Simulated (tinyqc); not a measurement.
Stretching all distances: RHF, UHF, MP2, CISD and CCSD against full CI in the 3-21g basis, for H3+, spin multiplicity 1. Computed by the program tinyqc with PySCF. Command: `OMP_NUM_THREADS=1 python tinyqc.py 115036 115037 out.jsonl`; one thread of a shared host (Intel(R) Xeon(R) Processor @ 2.60GHz), about 7 s.

Geometry (angstrom):
```
atom,x,y,z
H,0.0000,0.0000,0.0000
H,0.0000,0.0000,0.7790
H,0.0000,0.4800,-0.6140
```

All coordinates are multiplied by the scale. c0^2 is the weight of the RHF determinant in the lowest singlet FCI state (UHF is spin-contaminated and may lie near states of higher spin) and n(LUMO) the first natural occupation beyond the occupied space.

Full CI energy (hartree) and errors against it (kcal/mol):
```
scale,distance 1-2 (angstrom),E(FCI),RHF,UHF,MP2,CISD,CCSD,<S^2> UHF,c0^2,n(LUMO)
0.9400,0.7323,-1.247154,20.2420,20.2420,5.8314,0.0000,0.0000,0.0000,0.9794,0.0335
1.1100,0.8647,-1.251643,21.5897,21.5897,6.4342,0.0000,0.0000,0.0000,0.9725,0.0449
1.2700,0.9893,-1.236646,22.8099,22.8099,7.0061,0.0000,0.0000,0.0000,0.9646,0.0575
1.4400,1.1218,-1.212882,24.4614,24.0895,7.7726,0.0000,0.0000,0.1230,0.9538,0.0742
1.6000,1.2464,-1.188566,26.5137,23.1888,8.6850,0.0000,0.0000,0.3468,0.9408,0.0936
1.7700,1.3788,-1.163250,29.2538,20.8562,9.8327,0.0000,0.0000,0.5195,0.9236,0.1182
1.9400,1.5113,-1.139569,32.5380,18.1057,11.1065,0.0000,0.0000,0.6441,0.9028,0.1466
2.1000,1.6359,-1.119189,36.0762,15.6219,12.3528,0.0000,0.0000,0.7301,0.8802,0.1759
2.2700,1.7683,-1.099735,40.2448,13.3294,13.6378,0.0000,0.0000,0.7978,0.8536,0.2089
```

UHF parts from RHF first at scale 1.44 of those listed, where <S^2> leaves zero. The weight c0^2 goes from 0.98 to 0.85 and n(LUMO) from 0.03 to 0.21: static correlation grows as the bonds break into open-shell fragments. The spread of the error along the curve, which distorts its shape, is CISD 0.0, CCSD 0.0, MP2 7.8, UHF 10.8, RHF 20.0 kcal/mol. With two electrons CISD and CCSD are exact.
